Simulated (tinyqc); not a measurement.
Inside a calculation. Method: Pariser-Parr-Pople SCF with singles CI, for the molecule Clc1ccc[cH+]cn1 (SMILES; centres numbered as the heavy atoms are written). One step of it, computed by the program tinyqc.

Task: Singles CI, triplets. Over the 9 single excitations with the smallest orbital gaps: A = (e_a - e_i) delta - (ij|ab), with (pq|rs) = sum c_mp c_mq gamma_mn c_nr c_ns.

orbital energies (eV): -21.754922  -19.320059  -18.634546  -17.221501  -7.904929  -7.225178  -2.860909  -2.749328

coefficients:
```
,MO1,MO2,MO3,MO4,MO5,MO6,MO7,MO8
1Cl,0.279109,0.603497,-0.331425,0.622557,-0.067311,-0.194142,-0.127996,0.043184
2C,0.458336,0.302788,-0.064574,-0.222816,0.165634,0.544684,0.534156,-0.187066
3C,0.333354,-0.032675,-0.411567,-0.429729,0.480654,-0.127887,-0.384995,0.371682
4C,0.267777,-0.306991,-0.471122,-0.171597,-0.345382,-0.428737,0.186777,-0.494633
5C,0.244101,-0.474208,-0.230702,0.280237,-0.398274,0.377502,0.071419,0.526835
6C,0.268905,-0.426286,0.119092,0.438357,0.447001,0.204080,-0.298649,-0.457144
7C,0.346038,-0.156193,0.413946,0.155021,0.248981,-0.530371,0.475592,0.301672
8N,0.526839,0.133458,0.505853,-0.232255,-0.444178,-0.002889,-0.441257,-0.052820
```

repulsion gamma_rs (eV), lower triangle:
```
,1Cl,2C,3C,4C,5C,6C,7C,8N
1Cl,13.000000
2C,7.827217,11.130000
3C,5.424513,7.554085,11.130000
4C,3.684242,5.078081,7.553271,11.130000
5C,3.079228,4.233299,5.079867,7.554938,11.130000
6C,3.079228,4.233299,4.234084,5.079247,7.553862,11.130000
7C,3.684242,5.078081,4.233612,4.233148,5.079247,7.554938,11.130000
8N,5.474739,7.729436,5.132487,4.263755,4.264238,5.132188,7.728564,12.300000
```

Give: triplet CI matrix; triplet excitation energies.

Result:

triplet CI matrix (eV), lower triangle:
```
,4>5,4>6,3>5,3>6,2>5,2>6,1>5,4>7,4>8
4>5,3.6083
4>6,-0.1585,4.1855
3>5,-0.4296,0.0128,4.4701
3>6,0.0128,-0.2148,-0.0330,5.1962
2>5,0.7955,-0.2675,-0.4744,0.0237,5.6802
2>6,-0.2675,0.4065,0.0237,-0.1894,-0.0953,6.2172
1>5,0.3428,0.1095,-0.1449,0.2497,0.4337,-0.1985,7.6044
4>7,0.0001,-0.5835,0.5213,0.2686,-0.2145,-0.7919,0.0861,8.3658
4>8,-0.0967,0.2279,-0.2031,-0.2183,-0.6820,0.1756,0.5940,0.3016,8.9531
```

triplet excitation energies (eV): 3.2492  3.9808  4.2285  5.1392  5.7109  6.0558  7.7919  8.7490  9.3755
